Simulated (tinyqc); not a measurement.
# A barrier in a uniform field, exact transmission by Airy functions: what changes with what

The left lead has its band edge at 0, the barrier edge falls as U(x) = U0 - F x with F = V/d for 0 < x < d, and the right lead has its edge at -V. No transverse momentum; C = hbar^2/(2 m0); psi and psi'/m are continuous. M carries (psi, psi'/m) across the barrier.

Values chosen for this exercise; masses and offsets close to those of silicon wells and oxide barriers:
- mL = 0.25 m0 (mass in the left lead)
- U0 = 3.1 eV (barrier edge at x = 0)
- m1 = 0.5 m0 (mass in the barrier)
- E = 2.13 eV (electron energy)
- d = 0.9 nm (barrier width)
- V = 0.71 V (voltage across the barrier)
- mR = 0.25 m0 (mass in the right lead)

Constants: q = 1.602176634e-19 C, hbar = 1.054571817e-34 J s, m0 = 9.1093837015e-31 kg, hbar^2/(2 m0) = 0.0380998212 eV nm^2. Results are converted to the units shown.

Each table varies one quantity; the others keep the values above.

## Exact and WKB transmission against voltage

Energy scale e = (C F^2/m1)^(1/3), z(x) = (U(x) - E)/e, s = (dz/dx)/m1 = -F/(e m1); v = k/m in a lead. With a = Ai, a' = Ai', b = Bi, b' = Bi' at z1 (left edge) and z2 (right edge): M11 = pi (a2 b1' - b2 a1'), M12 = (pi/s)(b2 a1 - a2 b1), M21 = pi s (a2' b1' - b2' a1'), M22 = pi (b2' a1 - a2' b1). With M acting on (psi, psi'/m) and v = k/m in each lead, T(E) = 4 vL vR/[(vL vR M12 - M21)^2 + (vR M11 + vL M22)^2]. WKB: exp(-S), S = (4/(3 F)) sqrt(m1/C) [max(U0 - E, 0)^1.5 - max(U0 - F d - E, 0)^1.5].

Result of one run:
```
V (V)       z2  T(E), exact  exp(-S)   ratio
2.87   -2.0686      0.31687  0.23527  1.3469
```

What becomes of these results when the voltage across the barrier V is changed from 2.87 to 2.635 V, all else the same?

Result of the changed run:
```
V (V)       z2  T(E), exact  exp(-S)   ratio
2.635  -1.9190      0.20761  0.20678  1.0040
```

The whole series:
```
V (V)         z2  T(E), exact    exp(-S)    ratio
0.291     3.3998    0.0055702  0.0027035   2.0604
0.525     1.5035    0.0074511  0.0042857   1.7386
0.76     0.55444     0.010087  0.0073429   1.3737
0.994  -0.052982     0.013811   0.015328  0.90104
1.229   -0.49634     0.019220   0.034076  0.56405
1.463   -0.84113     0.027171   0.058502  0.46445
1.698    -1.1246     0.039227   0.086655  0.45268
1.932    -1.3636     0.057771    0.11653  0.49575
2.166    -1.5709     0.086998    0.14699  0.59185
2.401    -1.7548      0.13389    0.17734  0.75499
2.635    -1.9190      0.20761    0.20678   1.0040
2.87     -2.0686      0.31687    0.23527   1.3469
3.104    -2.2051      0.45040    0.26238   1.7166
```

The exact T(E) rises from 0.00557 to 0.450. The ratio to WKB lies between 0.453 and 2.06. For V above U0 - E = 0.970 V (z2 < 0) the ratio turns 1 time(s) among the rows: the wave runs freely over the last part of the barrier and is partly reflected at x = d, and the two waves interfere. In 10 of the 13 rows the field exceeds 10 MV/cm (up to 34.5), more than most dielectrics sustain; the model ignores breakdown.

## Effect of the emitter mass

Same model as above.

The same in every row: exp(-S) = 0.006489.

Effect of the emitter mass:
```
mL (m0)  vL (1/nm)  T(E), exact  ratio
0.1          23.64     0.006655  1.026
0.16         18.69     0.008051  1.241
0.25         14.95     0.009448  1.456
0.4          11.82      0.01085  1.672
0.64         9.346      0.01196  1.843
1            7.477      0.01254  1.932
1.6          5.911      0.01251  1.927
2.5          4.729      0.01187  1.830
```

What does the table show?

WKB does not see the lead: exp(-S) stays at 0.00649. The ratio of exact to WKB goes from 1.03 through a maximum of 1.93 (at mL = 1 m0 among the rows listed) to 1.83; K/m1 at the left edge is 7.14 1/nm, and vL passes from 23.6 to 4.73 1/nm. The match at the entrance is best where vL is near K/m1.

## Effect of the width at fixed voltage

Same model as above.

Results:
```
d (nm)  T(E), exact   exp(-S)  ratio
0.5         0.09330   0.06089  1.532
0.6         0.05239   0.03479  1.506
0.7         0.02953   0.01988  1.485
0.9        0.009448  0.006489  1.456
1.2        0.001727  0.001210  1.427
1.3        9.815e-4  6.916e-4  1.419
1.4        5.581e-4  3.952e-4  1.412
```

Estimate the missing row, d = 1 nm.

Computed row:
```
d (nm)  T(E), exact   exp(-S)  ratio
1          0.005357  0.003708  1.445
```

With this row back in the table: The exact T(E) falls from 0.0933 to 5.58e-4, on average 2.47 decades a nanometre; WKB loses 2.43, the same in every interval because S is proportional to d at fixed V. The ratio lies between 1.41 and 1.53. In 3 of the 8 rows the field exceeds 10 MV/cm (up to 14.2), more than most dielectrics sustain; the model ignores breakdown. In 3 of the 8 rows a layer is thinner than 0.8 nm, a few atomic planes, where an effective mass is a rough description.

Range of the model: Masses are held fixed, although real bands cease to be parabolic a few tenths of an eV from their edges.

tinyqc, about 0.01 s, one thread, Intel Xeon 2.30GHz (shared host): `OMP_NUM_THREADS=1 python tinyqc.py 2580041 2580042 out.jsonl`
